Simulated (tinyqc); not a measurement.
Inside a calculation: graded (staircase) quantum well by finite differences. Values are carried at full precision from step to step, so a last printed digit may differ when a step is redone from the rounded ones.

Finite differences on points z_i at the centres of cells of width h: H_ii = (c/h^2)(1/m_(i-1/2) + 1/m_(i+1/2)) + V_i, H_(i,i+1) = -(c/h^2)/m_(i+1/2), where m_(i+1/2) is the mean of the masses at the two points (the end values are repeated outwards), psi = 0 on the points beyond both ends, c = hbar^2/2m0. The field adds e F (z - z0) with z0 the middle of the structure; 1 kV/cm = 1e-5 eV/angstrom.

Constants: hbar^2/2m0 = 3.80998211 eV angstrom^2.

Values chosen for the exercise (near those of an InGaAs well in InAlAs; shifted at random, so the results belong to these values and not to a real crystal):

| symbol | value | unit | meaning |
|---|---|---|---|
| layers | ((64, 0.49, 0.0744), (16, 0.218, 0.0558), (16, 0.054, 0.0446), (16, 0, 0.0409), (16, 0.054, 0.0446), (16, 0.218, 0.0558), (64, 0.49, 0.0744)) |  | each layer: thickness in angstrom, band edge in eV, mass in m0 |
| F | 0 | kV/cm | field along z |
| h | 16 | angstrom | cell width of the coarse grid |
| hf | 1 | angstrom | cell width of the fine grid |

## The coarse grid

List the points, the potential with the field, and the masses.

Grid:

| i | z (angstrom) | V (eV) | m (m0) |
|---|---|---|---|
| 1 | 8.0 | 0.4900 | 0.0744 |
| 2 | 24.0 | 0.4900 | 0.0744 |
| 3 | 40.0 | 0.4900 | 0.0744 |
| 4 | 56.0 | 0.4900 | 0.0744 |
| 5 | 72.0 | 0.2180 | 0.0558 |
| 6 | 88.0 | 0.0540 | 0.0446 |
| 7 | 104.0 | 0.0000 | 0.0409 |
| 8 | 120.0 | 0.0540 | 0.0446 |
| 9 | 136.0 | 0.2180 | 0.0558 |
| 10 | 152.0 | 0.4900 | 0.0744 |
| 11 | 168.0 | 0.4900 | 0.0744 |
| 12 | 184.0 | 0.4900 | 0.0744 |
| 13 | 200.0 | 0.4900 | 0.0744 |

## The tridiagonal Hamiltonian

Form the diagonal and the neighbouring elements; V in the grid already includes the field.

diagonal H_ii (eV): 0.8901  0.8901  0.8901  0.9187  0.7431  0.6986  0.6963  0.6986  0.7431  0.9187  0.8901  0.8901  0.8901

H_(i,i+1) (eV): -0.2000  -0.2000  -0.2000  -0.2286  -0.2965  -0.3481  -0.3481  -0.2965  -0.2286  -0.2000  -0.2000  -0.2000

## Lowest levels on the coarse grid

Diagonalise the symmetric tridiagonal matrix; give the three lowest levels and the weights u_i^2 (sum 1) of the two lowest.

levels (eV): 0.1195  0.3657  0.5305

weights on the points:
```
             1      2      3      4      5      6      7      8      9     10     11     12
level 1  0.000  0.000  0.001  0.007  0.070  0.244  0.356  0.244  0.070  0.007  0.001  0.000
level 2  0.000  0.002  0.012  0.058  0.238  0.189  0.000  0.189  0.238  0.058  0.012  0.002

            13
level 1  0.000
level 2  0.000
```

## Halving the cell width

The same with h, h/2, ..., h/32. The end points move with h, since psi vanishes half a cell beyond the structure. Richardson value (4 E(h/32) - E(h/16))/3.

Convergence:

| cell (angstrom) | points | E1 (eV) | E2 (eV) | E1 - finest (meV) |
|---|---|---|---|---|
| 16.0000 | 13 | 0.11949 | 0.36569 | -7.833 |
| 8.0000 | 26 | 0.12521 | 0.37895 | -2.112 |
| 4.0000 | 52 | 0.12679 | 0.38231 | -0.534 |
| 2.0000 | 104 | 0.12719 | 0.38316 | -0.128 |
| 1.0000 | 208 | 0.12729 | 0.38338 | -0.026 |
| 0.5000 | 416 | 0.12732 | 0.38344 | 0.000 |

Richardson values of E1, E2 (eV): 0.12733  0.38346

The coarse grid is 7.8 meV too low in E1. The last differences between rows shrink by a factor 4.0 (4 for a pure h^2 error, 2 for one linear in h).

## Positions and dipoles on the fine grid

With h sum psi^2 = 1: <z - z0> of three levels, |z_12| and |z_13|, the mass m1 from 1/m1 = <1|1/m|1>, and f_1j = (m1/c)(E_j - E_1) z_1j^2.

levels (eV): 0.1273  0.3834  0.5472

<z - z0> (angstrom): 0.0  0.0  0.0

|z_12|, |z_13| (angstrom): 17.88  0.00

m1 = 0.0451 m0

f_12, f_13: 0.969  0.000

The structure is symmetric and there is no field, so z_13 vanishes by parity. E2 - E1 = 256.1 meV, a wavelength of 4.8 micrometre (hc = 1239.841984 eV nm). Level 3 lies above the lowest point of the outer barriers, so it is a resonance or a state of the finite grid, and values that rest on it depend on the ends of the grid.

## Checks

- E1 at zero field on the grid h/32 against transfer matrices between the same hard ends, eV: both 0.1273.

Computed by tinyqc, a small Python program: `OMP_NUM_THREADS=1 python tinyqc.py 1281777 1281778 out.jsonl` (the numbers bound the seed that draws the inputs); one thread of a shared host (Intel(R) Xeon(R) Processor @ 2.30GHz), about 0.02 s for the whole set of steps.
